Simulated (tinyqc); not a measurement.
Charge-trap memory cell: one step of the calculation.

Channel, tunnel oxide, storage layer, blocking layer, gate. N electrons per area sit in a sheet at the centroid and shift the threshold by U = (q/eps0) N (tb/eb + xc tn/en). EOT = t1 + 3.9 (tn/en + tb/eb); tunnel field F = (Vg - U)/EOT; dN/dt = eta (J/q)(1 - N/Nm). Fowler-Nordheim: J = A F^2 exp(-B/F), A = q^2/(16 pi^2 hbar mo phi) (times 1e14 for A/cm^2 with F in V/nm, emitter mass m0), B = (4/3) sqrt(mo/C) phi^1.5, C = hbar^2/(2 m0).

Task. Constants of the stack. EOT, the shift for 1e12 electrons per cm^2, the shift with all traps full, and the starting field, current and rate.

Values chosen for this exercise; oxide values close to those of silicon dioxide, storage layer close to silicon nitride, blocking layer close to silicon dioxide:

| symbol | value | unit | meaning |
|---|---|---|---|
| phi | 3.1 | eV | tunnel barrier |
| mo | 0.46 | m0 | tunnelling mass |
| t1 | 4.3 | nm | tunnel oxide (permittivity 3.9) |
| tn | 7.3 | nm | storage layer |
| en | 7.4 |  | its relative permittivity |
| tb | 6.3 | nm | blocking layer |
| eb | 3.9 |  | its relative permittivity |
| xc | 0.38 |  | charge centroid, share of tn counted from the blocking side |
| eta | 0.77 |  | capture efficiency of an empty layer |
| Nm | 7.1e12 | cm^-2 | trap density |
| Vg | 15.9 | V | gate voltage less flat band and surface potential |

Constants: q = 1.602176634e-19 C, hbar = 1.054571817e-34 J s, m0 = 9.1093837015e-31 kg, eps0 = 8.8541878128e-14 F/cm where lengths are in cm, hbar^2/(2 m0) = 0.0380998212 eV nm^2. Results are converted to the units shown.

Give: EOT; shift for 1e12 cm^-2; shift with all traps full; F(0); J(0); dN/dt at the start.

Result.

EOT = 14.447 nm
shift for 1e12 cm^-2 = 0.36014 V
shift with all traps full = 2.5570 V
F(0) = 1.1006 V/nm
J(0) = 0.013752 A/cm^2
dN/dt at the start = 6.6091e16 cm^-2 s^-1

Range of the model: The Fowler-Nordheim form needs F t1 above phi; trap-assisted paths and leakage through the blocking layer are left out.

Numbers from tinyqc (`OMP_NUM_THREADS=1 python tinyqc.py 2130070 2130071 out.jsonl`; about 0.01 s on one thread of a shared Intel Xeon 2.30GHz).
